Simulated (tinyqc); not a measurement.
# Donor binding, ionisation and the Mott limit, step by step

Numbers from tinyqc (`OMP_NUM_THREADS=1 python tinyqc.py 2330095 2330096 out.jsonl`; about 0.01 s on one thread of a shared Intel Xeon 2.30GHz). Printed values are rounded.

Hydrogenic donor: Ry = (m0 q^3/(8 eps0^2 h^2)) me/eps_r^2 in eV, E0 = cc Ry, radius a = q/(8 pi eps0 eps_r E0), Mott density Nm = (0.26/a)^3. Below Nm the level sinks as Ed = E0 [1 - (N/Nm)^(1/3)]. Neutrality: Nc F12(eta) = N/(1 + 2 exp(eta + Ed/kB T)), F12(x) = (2/sqrt(pi)) int_0^infinity sqrt(u)/(1 + exp(u - x)) du.

Values chosen for this exercise; band and dielectric values close to those of gallium arsenide: temperature T = 77 K; relative permittivity eps_r = 13; mass in the hydrogenic formula, set independently of Nc me = 0.0671 m0; conduction-band density of states at 77 K Nc = 5.68e16 cm^-3; ratio of the true binding energy to the hydrogenic one cc = 1.3; donor density N = 2.8e15 cm^-3.

Constants: q = 1.602176634e-19 C, kB = 1.380649e-23 J/K, eps0 = 8.8541878128e-12 F/m, h = 6.62607015e-34 J s, m0 = 9.1093837015e-31 kg, Vt = kB T/q. Results are converted to the units shown.

Range of the model: A sharp level with degeneracy 2 overstates freeze-out near Nm, where the impurity band broadens and merges with the conduction band.

## Binding energy, radius and Mott density

The mean spacing of the donors is N^(-1/3).

Ry = 5.40202 meV
E0 = 7.02263 meV
a = 7.88640 nm
Nm = 3.58331e16 cm^-3
spacing over a = 8.99640
Ed = 4.02031 meV

## Ionisation

Solve the neutrality equation for eta. Boltzmann form: with k = (Nc/2) exp(-Ed/kB T) the ionised share is [-k + sqrt(k^2 + 4 k N)]/(2 N).

eta = -3.14189
ionised share = 86.3285 %
n = 2.41720e15 cm^-3
ionised share, Boltzmann form = 86.4840 %

With the level held at E0 the share would be 81.1 %.
